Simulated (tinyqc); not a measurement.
Which pair of peaks is best: composition and strain of an epitaxial Si(1-x)Ge(x) layer from Raman and X-ray peaks. Computed by tinyqc, a small Python program. Command: `OMP_NUM_THREADS=1 python tinyqc.py 3018226 3018227 out.jsonl epiraman walk`. One thread of a shared host (Intel(R) Xeon(R) Processor @ 2.30GHz), about 0.01 s of CPU time with the checks.

A (001) layer, biaxially strained in the plane. The Raman peaks follow empirical lines omega = w0 + c1 x + c3 x^3 + b eps (c3 for Si-Ge alone), with eps the in-plane strain.

Inputs (values chosen for the exercise, modelled on silicon-germanium):

| quantity | value | unit |
|---|---|---|
| Ge fraction x | 0.61 | - |
| Si-Si: c1 | -63.9 | 1/cm |
| Si-Si: strain coefficient b | -780 | 1/cm |
| Si-Ge: c1 | 25.5 | 1/cm |
| Si-Ge: c3 | -35.8 | 1/cm |
| Si-Ge: strain coefficient b | -608 | 1/cm |
| Ge-Ge: c1 | 19.8 | 1/cm |
| Ge-Ge: strain coefficient b | -439 | 1/cm |
| uncertainty of a Raman peak | 0.3 | 1/cm |

Substrate: silicon.

Method. For each pair invert J = [d omega/dx, d omega/d eps] at the true x. Independent errors of the given size in both peaks give sigma_x and sigma_eps = uncertainty x (norm of the rows of the inverse of J).

Error propagation:

| pair | det J | sigma_x | sigma_eps (per mille) |
|---|---|---|---|
| Si-Si and Si-Ge | 27.570 | 0.010762 | 0.71292 |
| Si-Si and Ge-Ge | 43.4961 | 0.0061733 | 0.46140 |
| Si-Ge and Ge-Ge | 18.388 | 0.012235 | 0.40005 |

What does the comparison show, and why?

The pair Si-Si and Ge-Ge fixes x best (sigma_x = 0.0062) and Si-Ge and Ge-Ge worst (0.012), a factor 2.0. Strain moves all peaks the same way, so a good pair needs different ratios of composition slope to strain coefficient, best of opposite sign; the slopes here are -63.9, -14.5 and 19.8 per cm for Si-Si, Si-Ge and Ge-Ge. Errors in the coefficients themselves are not counted.

Extremes, crossings and ranges named in words are read from the listed rows.
